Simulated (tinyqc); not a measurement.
p-n heterojunction, non-linear Poisson equation by Newton steps, Boltzmann statistics: two steps of the calculation.

One dimension, material 1 (p-type) at x < 0 and material 2 (n-type) at x > 0. Band edges: Ec = -psi in material 1 and -psi + dEc in material 2, Ev = Ec - Eg. Flat quasi-Fermi levels: 0 for holes, +V for electrons. n = Nc F((EFn - Ec)/Vt), p = Nv F((Ev - EFp)/Vt), with F(eta) = exp(eta) (Boltzmann statistics); full ionisation, no interface charge, classical densities; the doping types are chosen for the exercise.

Parameters, values chosen for the exercise; band and dielectric values close to those of InAlAs and In0.53Ga0.47As:
```
symbol    value   unit                                          meaning
T           300      K                                      temperature
Eg1        1.48     eV                           band gap of material 1
Nc1     5.08e17  cm^-3  conduction-band density of states of material 1
Nv1     1.01e19  cm^-3     valence-band density of states of material 1
Eg2       0.753     eV                           band gap of material 2
Nc2     2.11e17  cm^-3  conduction-band density of states of material 2
Nv2     7.78e18  cm^-3     valence-band density of states of material 2
dEc       -0.49     eV                 conduction-band offset Ec2 - Ec1
N1       1.1e16  cm^-3                   acceptor density of material 1
N2       2.1e16  cm^-3                      donor density of material 2
V          -2.4      V                    bias of side 1 against side 2
```

Constants: q = 1.602176634e-19 C, kB = 1.380649e-23 J/K, Vt = kB T/q. Results are converted to the units shown.

Task 1. Offsets and end potentials. dEv = Ev1 - Ev2 = Eg2 - Eg1 - dEc. Neutrality of the majority carriers far from the junction: Nv1 F((-psi_L - Eg1)/Vt) = N1 and Nc2 F((V + psi_R - dEc)/Vt) = N2. Total bending psi_R - psi_L.

Find: dEv; psi_L; psi_R; psi_R - psi_L.

Result 1.

dEv = -0.23700 eV
psi_L = -1.3036 V
psi_R = 1.8504 V
psi_R - psi_L = 3.1540 V

The alignment is straddling (type I): dEc and dEv have the same sign.

Task 2. Densities, residual and Jacobian diagonal. n_i = Nc F(a_n), a_n = (V - Ec_i)/Vt; p_i = Nv F(a_p), a_p = (Ec_i - Eg)/Vt; rho_i = p_i - n_i + C_i with C = -N1 or +N2; g_i = (n_i + p_i)/Vt. Box widths w_i = (h_(i-1) + h_i)/2 in cm. Residual F_i = a_i (psi_(i+1) - psi_i) - a_(i-1) (psi_i - psi_(i-1)) + q rho_i w_i; Jacobian: a_(i-1) and a_i beside the diagonal, b_i = -a_(i-1) - a_i - q g_i w_i on it. The two end nodes are fixed.

```
node  x (nm)  psi after iteration 1 (V)  material
0      -1050                 -1.3036274         1
1       -744                 -1.3035346         1
2       -514                 -1.2999140         1
3       -339                 -1.2474803         1
4       -206                 -1.0676906         1
5       -105                 -0.6412841         1
6        -29                  0.0349266         1
7         29                  0.6717913         2
8        111                  1.3738755         2
9        227                  1.7858578         2
10       390                  1.8519104         2
11       620                  1.8503508         2
```

coupling a_i, interval 0 to 10 (F/cm^2): 3.5301010e-8  4.6965692e-8  6.1726338e-8  8.1218866e-8  1.0695158e-7  1.4213301e-7  1.9770438e-7  1.4900950e-7  1.0533430e-7  7.4961835e-8  5.3125127e-8
psi_L = -1.3036274 V
psi_R = 1.8503508 V

Give: n; p; residual F; diagonal b.

Result 2.

```
node  n (cm^-3)  p (cm^-3)
0     3.074e-45   1.100e16
1     3.085e-45   1.096e16
2     3.548e-45   9.528e15
3     2.697e-44   1.254e15
4     2.826e-41   1.196e12
5     4.117e-34    8.213e4
6     9.427e-23   3.587e-7
7      3.337e-4  5.295e-14
8       2.079e8  8.500e-26
9      1.733e15  1.020e-32
10     2.231e16  7.921e-34
11     2.100e16  8.413e-34
```

```
node  residual F (1e-8 C/cm^2)  diagonal b (F/cm^2)
1                        0.000            -1.903e-6
2                       -0.171            -1.304e-6
3                       -1.268            -2.626e-7
4                        1.038            -1.883e-7
5                        3.491            -2.491e-7
6                        1.799            -3.398e-7
7                        0.226            -3.467e-7
8                       -2.791            -2.543e-7
9                        0.462            -3.301e-7
10                      -0.915            -2.845e-6
```

Computed by the program tinyqc: `OMP_NUM_THREADS=1 python tinyqc.py 2040014 2040015 out.jsonl`, one thread of a shared Intel Xeon 2.30GHz, about 0.02 s for the whole run.
